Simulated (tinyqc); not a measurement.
# Inverter chain driving a load

N inverters, each f = Hc^(1/N) times larger than the one before: delay tau N (f + pp). Switched capacitance in units of the first input, with output capacitance pp times the input: Hc + (1 + pp)(Hc - 1)/(f - 1).

Parameters, values chosen for the exercise:
- Hc = 110 (load over the input capacitance of the chain)
- pp = 0.6 (parasitic delay of an inverter)
- tau = 5.7 ps (delay unit)

Inverter chain driving a load:
```
N,f,delay (ps),switched capacitance
1,110.00,630.42,111.60
2,10.488,126.40,128.38
3,4.7914,92.193,156.00
4,3.2385,87.519,187.91
5,2.5602,90.066,221.78
6,2.1889,95.381,256.69
7,1.9572,102.03,292.20
8,1.7996,109.42,328.11
```

The delay goes from 630 through a minimum of 87.5 (at N = 4 among the rows listed) to 109 ps. The best stage effort solves pp + rho (1 - ln rho) = 0, rho = 3.27, which gives N = ln Hc/ln rho = 3.97. One stage fewer than the best costs 5.3 % in delay and saves 17 % of the switched capacitance.

Program tinyqc, `OMP_NUM_THREADS=1 python tinyqc.py 2082108 2082109 out.jsonl`; Intel Xeon 2.30GHz, shared host, one thread, about 0.01 s.
